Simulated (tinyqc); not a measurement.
Inside a calculation. Model: square on-chip spiral inductor, lumped pi model.

Program tinyqc, `OMP_NUM_THREADS=1 python tinyqc.py 2302109 2302110 out.jsonl`; Intel Xeon 2.30GHz, shared host, one thread, about 0.01 s. Printed values are rounded.

Outer diameter do = di + 2 n wd + 2 (n - 1) sp, mean da = (do + di)/2, fill p = (do - di)/(do + di), length l = 4 n da. L = 2.34 mu0 n^2 da/(1 + 2.75 p), mu0 = 4 pi 1e-7 H/m. Rs = rho l/(wd delta (1 - exp(-th/delta))), delta = sqrt(rho/(pi f mu0)). Cs = n wd^2 eps0 eo/hu across the coil. At each end Cox = l wd eps0 eo/(2 ho) leads to the substrate branch Rsi = 2 rs he/(l wd) in parallel with Csi = l wd eps0 11.7/(2 he). With one end grounded Y = 1/(Rs + i w L) + i w Cs + 1/[1/(i w Cox) + 1/(1/Rsi + i w Csi)], w = 2 pi f; Q = -Im Y/Re Y. Eddy currents in neighbouring turns and in the substrate are left out.

Parameters, values chosen for the exercise; values of the order met in silicon radio-frequency processes:
```
symbol  value     unit                                     meaning
n         4.5                                      number of turns
wd          8       um                                  line width
sp        1.5       um                         space between turns
di         40       um                              inner diameter
th          2       um                             metal thickness
rho       2.2  uohm cm                           metal resistivity
ho        4.8       um                        oxide below the coil
hu        0.9       um            oxide between coil and underpass
eo        4.1                   relative permittivity of the oxide
rs        100   ohm cm                       substrate resistivity
he         80       um  effective spreading depth in the substrate
f          11      GHz                                   frequency
```

Constants: eps0 = 8.8541878128e-12 F/m. Results are converted to the units shown.

## Geometry and model elements

do, l, L, delta, Rs, Cs, Cox, Rsi and Csi as defined.

do = 122.5 um
l = 1462.500 um
L = 2.019107 nH
delta = 0.7117625 um
Rs = 6.012601 ohm
Cs = 11.61669 fF
Cox = 44.24327 fF
Rsi = 13675.21 ohm
Csi = 7.575311 fF

Rs is 2.99 times the direct-current value in this empirical form, which overstates the skin effect of a flat slab when delta is near th and so stands in for some current crowding.

## Admittance, quality factor and apparent inductance

Series branch 1/(Rs + i w L), substrate branch, total Y, Q = -Im Y/Re Y, apparent inductance Im(1/Y)/w, metal-only value w L/Rs, share of the loss in the substrate Re(substrate branch)/Re Y.

series branch = 0.308172-7.152577i mS
substrate branch = 0.0532854+0.4481160i mS
Y = 0.361457-5.901573i mS
Q = 16.32717
apparent inductance = 2.442494 nH
w L/Rs = 23.20970
share of the loss in the substrate = 14.74183 %

Q is 70.3 % of the metal-only value.
